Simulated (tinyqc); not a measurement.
# A discretised effective-mass wire between two leads, recursive Green functions: the device repeated

Finite differences on a grid of step a give a chain with hopping -t, t = C/(m a^2), C = hbar^2/(2 m0), and site energies 2 t + U_i for the N = 6 sites of the device; the semi-infinite leads have site energy 2 t. Each slice is one site, and V = -t couples neighbouring slices.

Sigma = t^2 g(E - 2 t), g(x) = (x - i sqrt(4 t^2 - x^2))/(2 t^2) for |x| < 2 t and (x - sign(x) sqrt(x^2 - 4 t^2))/(2 t^2) otherwise; Gamma = i (Sigma - Sigma^dagger); both leads give the same. Forward pass: g_1 = (E - H_1 - Sigma)^(-1), g_i = (E - H_i - V g_(i-1) V^dagger)^(-1), with Sigma also subtracted on the last slice; G_(i,1) = g_i V G_(i-1,1), starting from g_1. H_i is the block of slice i, its site energy. T(E) = Tr[Gamma G_(N,1) Gamma G_(N,1)^dagger]. The list U is repeated k times, so the device has k N slices.

Parameters, values chosen for the exercise: effective mass m = 0.042 m0; grid step a = 1.3 nm; potential on the sites 1 to N U = [0, 0.147, 0.221, 0.221, 0.147, 0] eV; energy above the band bottom of the leads E = 0.037 eV.

Constants: q = 1.602176634e-19 C, hbar = 1.054571817e-34 J s, m0 = 9.1093837015e-31 kg, hbar^2/(2 m0) = 0.0380998212 eV nm^2. Results are converted to the units shown.

Result of one run:
```
T(E)	ln T(E)
7.181e-8	-16.45
```

Which number of repeats k gave this result: 1, 4, 8 or 10?

k = 4.

The whole series:
```
k	T(E)	ln T(E)
1	0.04522	-3.096
2	5.356e-4	-7.532
3	6.202e-6	-11.99
4	7.181e-8	-16.45
5	8.313e-10	-20.91
6	9.624e-12	-25.37
8	1.290e-15	-34.28
10	1.729e-19	-43.20
12	2.317e-23	-52.12
```

T(E) falls from 0.0452 to 2.32e-23; over the last rows ln T(E) drops by a steady 4.46 a repeat: the energy lies in a gap of the periodic structure that the repeats form, with a decay length of 2.69 slices for the amplitude.

tinyqc, about 0.02 s, one thread, Intel Xeon 2.30GHz (shared host): `OMP_NUM_THREADS=1 python tinyqc.py 2660118 2660119 out.jsonl`
